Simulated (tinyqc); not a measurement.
Longitudinal sound in a periodic multilayer: transfer matrices, stop bands and folded phonons: one step, computed by the program tinyqc. Command: `OMP_NUM_THREADS=1 python tinyqc.py 3022556 3022557 out.jsonl multilayer walk`. One thread of a shared host (Intel(R) Xeon(R) Processor @ 2.30GHz), about 0.01 s of CPU time with the checks.

Layers 1 and 2 repeat with period d = d_1 + d_2; waves travel normal to the layers, without loss. State vector (u, s): displacement u and stress divided by omega. Impedances Z = rho v are in 1e6 kg/(m^2 s).

Question. Impedances, mean velocity and Bragg frequency. Z = rho v; interface reflection r = (Z_2 - Z_1)/(Z_2 + Z_1) (stress amplitude, from 1 into 2); Bragg frequency f_B = 1/[2 (d_1/v_1 + d_2/v_2)]; long-wave velocity v_eff = d/sqrt[(d_1/v_1)^2 + (d_2/v_2)^2 + (Z_1/Z_2 + Z_2/Z_1)(d_1/v_1)(d_2/v_2)].

Inputs (values chosen for the exercise, modelled on silica (layer 1), tungsten (layer 2) and gallium arsenide (substrate)): density rho_1 = 2.21 g/cm^3; velocity v_1 = 5860 m/s; thickness d_1 = 280 nm; density rho_2 = 19.5 g/cm^3; velocity v_2 = 5230 m/s; thickness d_2 = 415 nm; substrate density = 5.31 g/cm^3; substrate velocity = 4700 m/s.

Give: Z_1; Z_2; Z of the substrate; interface reflection r; Bragg frequency f_B; long-wave velocity v_eff.

Answer.

Z_1 = 12.9506

Z_2 = 101.985

Z of the substrate = 24.957

interface reflection r = 0.77465

Bragg frequency f_B = 3.9329 GHz

long-wave velocity v_eff = 3523.0 m/s
